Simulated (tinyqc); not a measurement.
Threshold of a short bulk MOSFET: charge sharing, barrier lowering, narrow width: two steps of the calculation.

n-channel device on a p-type body, depletion approximation, full ionisation. Uniform doping N = Na. Vbi from Boltzmann statistics is rough for the degenerate source. Cox = eps0 eox/tox.

Inputs (values chosen for the exercise); band and dielectric values close to those of silicon:
- T = 250 K (temperature)
- Eg = 1.13 eV (band gap)
- eps_r = 11.8 (relative permittivity)
- Nc = 2.15e19 cm^-3 (conduction-band density of states at T)
- Nv = 2.05e19 cm^-3 (valence-band density of states at T)
- eox = 21.7 (relative permittivity of the gate insulator (close to hafnium oxide))
- tox = 8.1 nm (insulator thickness)
- Na = 2.7e17 cm^-3 (channel doping)
- Nsd = 1e20 cm^-3 (source and drain doping)
- Vfb = -0.79 V (flat-band voltage for the doping Na)
- xj = 18 nm (junction depth)
- Vbs = 0 V (body-source voltage)
- Vds = 1.2 V (drain-source voltage)
- W = 310 nm (gate width)
- xw = 0.7854 (shape factor of the fringing depletion at the width edges)
- L = 150 nm (channel length)

Constants: q = 1.602176634e-19 C, kB = 1.380649e-23 J/K, Vt = kB T/q, eps0 = 8.8541878128e-14 F/cm where lengths are in cm. Results are converted to the units shown.

Question 1. Long-channel threshold and scales. ni = sqrt(Nc Nv) exp(-Eg/(2 Vt)), Eg in volts; 2 pB = 2 Vt ln(N/ni); flat band Vfb - Vt ln(N/Na); Wd = sqrt(2 eps0 eps_r (2 pB - Vbs)/(q N)); body term q N Wd/Cox; long-channel VT0 = flat band + 2 pB + body term; Vbi = Vt ln(N Nsd/ni^2); scale length l = sqrt((eps_r/eox) tox Wd).

Wanted: N; 2 pB; flat band; Wd; body term; VT0; Vbi; l.

Answer 1.

N = 2.7000e17 cm^-3
2 pB = 0.94242 V
flat band = -0.79000 V
Wd = 67.471 nm
body term = 0.12305 V
VT0 = 0.27546 V
Vbi = 1.0698 V
l = 17.239 nm

Question 2. Short-channel and narrow-width shifts. Charge sharing (trapezoid; it ignores Vds): F = (xj/L)(sqrt(1 + 2 Wd/xj) - 1), lowering = body term times F. Barrier lowering: th = exp(-L/(2 l)) + 2 exp(-L/l), lowering = th [2 (Vbi - 2 pB) + Vds], DIBL = th. Narrow width: rise = body term times xw Wd/W. VT by each model = VT0 - lowering + rise.

2 pB = 0.94241909 V
Wd = 67.470717 nm
body term = 0.12304559 V
VT0 = 0.27546467 V
Vbi = 1.0698372 V
l = 17.238970 nm

Find: F; lowering by charge sharing; th; lowering of the barrier; DIBL; narrow-width rise; VT, charge sharing; VT, barrier lowering.

Answer 2.

F = 0.22979
lowering by charge sharing = 28.275 mV
th = 0.013232
lowering of the barrier = 19.250 mV
DIBL = 13.232 mV/V
narrow-width rise = 21.033 mV
VT, charge sharing = 0.26822 V
VT, barrier lowering = 0.27725 V

L is 8.70 scale lengths. The charge-sharing lowering is 47 % above the barrier lowering; the first falls off as 1/L and the second exponentially. Both describe the same loss of gate control, so they are alternatives and are not added.

Computed by the program tinyqc: `OMP_NUM_THREADS=1 python tinyqc.py 2002164 2002165 out.jsonl`, one thread of a shared Intel Xeon 2.30GHz, about 0.01 s for the whole run.
